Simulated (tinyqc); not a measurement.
# p-n diode with diffusion and depletion-layer recombination: two studies

Abrupt junction in the depletion approximation, low injection, full ionisation, neutral widths fixed, ohmic contact on the p side. Vj is the junction voltage; where a series resistance Rs is given, V = Vj + J Rs is the terminal voltage.

Values chosen for this exercise; band and dielectric values close to those of gallium nitride: temperature T = 300 K; band gap Eg = 3.41 eV; relative permittivity eps_r = 9.46; conduction-band density of states at T Nc = 2.26e18 cm^-3; valence-band density of states at T Nv = 4.65e19 cm^-3; acceptor density Na = 4.6e16 cm^-3; donor density Nd = 2.6e15 cm^-3; electron mobility in the p side mun = 670 cm^2/(V s); hole mobility in the n side mup = 26 cm^2/(V s); electron lifetime tn = 2e-6 s; hole lifetime tp = 3e-9 s; neutral width of the p side wp = 73 um; neutral width of the n side wn = 150 um; recombination velocity at the n contact Sp = 200 cm/s; series resistance Rs = 0.038 ohm cm^2; trap level above the intrinsic level Et = 0 eV; junction voltage at which recombination is evaluated Vj = 1.57 V.

Constants: q = 1.602176634e-19 C, kB = 1.380649e-23 J/K, Vt = kB T/q, eps0 = 8.8541878128e-14 F/cm where lengths are in cm. Results are converted to the units shown.

Each table varies one quantity; the others keep the values above.

## Currents and ideality against junction voltage

ni = sqrt(Nc Nv) exp(-Eg/(2 Vt)), Eg in volts; D = mu Vt; Ln = sqrt(Dn tn), Lp = sqrt(Dp tp); J0n = q ni^2 Dn coth(wp/Ln)/(Ln Na); J0p = (q ni^2 Dp/(Lp Nd)) (s + tanh(wn/Lp))/(1 + s tanh(wn/Lp)), s = Sp Lp/Dp. J_diff = (J0n + J0p)(exp(Vj/Vt) - 1). Vbi = Vt ln(Na Nd/ni^2), W = sqrt(2 eps0 eps_r (Vbi - Vj)(1/Na + 1/Nd)/q), xp = W Nd/(Na + Nd), xn = W Na/(Na + Nd); u(x) = q Na (x + xp)^2/(2 eps0 eps_r) for x < 0 and Vbi - Vj - q Nd (xn - x)^2/(2 eps0 eps_r) for x > 0; p = Na exp(-u/Vt), n = Nd exp((u - Vbi + Vj)/Vt); U = ni^2 (exp(Vj/Vt) - 1)/(tp (n + ni exp(Et/Vt)) + tn (p + ni exp(-Et/Vt))); J_scr = q times the integral of U from -xp to xn. J = J_diff + J_scr. Ideality = (1/Vt) dVj/d ln J or (1/Vt) dV/d ln J; last column ni^2 exp(Vj/Vt)/N^2.

Results:
```
Vj (V),J_diff (A/cm^2),J_scr (A/cm^2),J (A/cm^2),V (V),ideality against Vj,ideality against V,"minority/doping, lighter side"
0.76,2.979e-37,1.485e-21,1.485e-21,0.7600,1.975,1.975,4.716e-38
1.03,1.023e-32,2.953e-19,2.953e-19,1.030,1.971,1.971,1.619e-33
1.3,3.513e-28,5.942e-17,5.942e-17,1.300,1.966,1.966,5.561e-29
1.57,1.206e-23,1.215e-14,1.215e-14,1.570,1.959,1.959,1.910e-24
1.83,2.814e-19,2.089e-12,2.089e-12,1.830,1.948,1.948,4.454e-20
2.1,9.663e-15,4.556e-10,4.556e-10,2.100,1.929,1.929,1.530e-15
2.37,3.318e-10,1.081e-7,1.084e-7,2.370,1.878,1.878,5.253e-11
2.9,0.2658,0.001844,0.2676,2.910,1.007,1.400,0.04207
```

Estimate the missing row, Vj = 2.63 V.

Computed row:
```
Vj (V),J_diff (A/cm^2),J_scr (A/cm^2),J (A/cm^2),V (V),ideality against Vj,ideality against V,"minority/doping, lighter side"
2.63,7.740e-6,2.726e-5,3.500e-5,2.630,1.486,1.486,1.225e-6
```

With this row back in the table: The ideality against Vj falls from 1.98 to 1.01. Diffusion overtakes recombination in the layer between Vj = 2.63 and 2.9 V. J_scr alone has an ideality of 1.97 between the first two rows and 2.48 between the last two. From Vj = 2.9 V the series resistance raises the terminal ideality by over a tenth; there J Rs = 0.39 Vt.

## Effect of the hole lifetime

Same model as above.

J = J_diff + J_scr.

The same in every row: J0n (A/cm^2) = 6.602e-52; J_scr/J (%) = 100.0.

Results:
```
tp (s),J0p (A/cm^2),J_diff (A/cm^2),J_scr (A/cm^2),wn/Lp
1e-10,2.751e-49,6.538e-23,6.907e-14,1830
1e-9,8.701e-50,2.078e-23,2.130e-14,578.6
1e-8,2.751e-50,6.679e-24,6.575e-15,183.0
1e-7,8.701e-51,2.219e-24,2.032e-15,57.86
1e-6,2.751e-51,8.087e-25,6.286e-16,18.30
0.0001,2.811e-52,2.231e-25,6.032e-17,1.830
```

Estimate the missing row, tp = 1e-5 s.

Computed row:
```
tp (s),J0p (A/cm^2),J_diff (A/cm^2),J_scr (A/cm^2),wn/Lp
1e-5,8.701e-52,3.627e-25,1.946e-16,5.786
```

With this row back in the table: As tp goes from 1e-10 to 0.0001, J0p falls from 2.75e-49 to 2.81e-52 A/cm^2, J_scr falls from 6.91e-14 to 6.03e-17 A/cm^2 and its share stays near 100 %. J0p goes as tp^(-0.50) at the start and tp^(-0.49) at the end.

Computed by the program tinyqc: `OMP_NUM_THREADS=1 python tinyqc.py 2260122 2260123 out.jsonl`, one thread of a shared Intel Xeon 2.30GHz, about 0.01 s for the whole run.
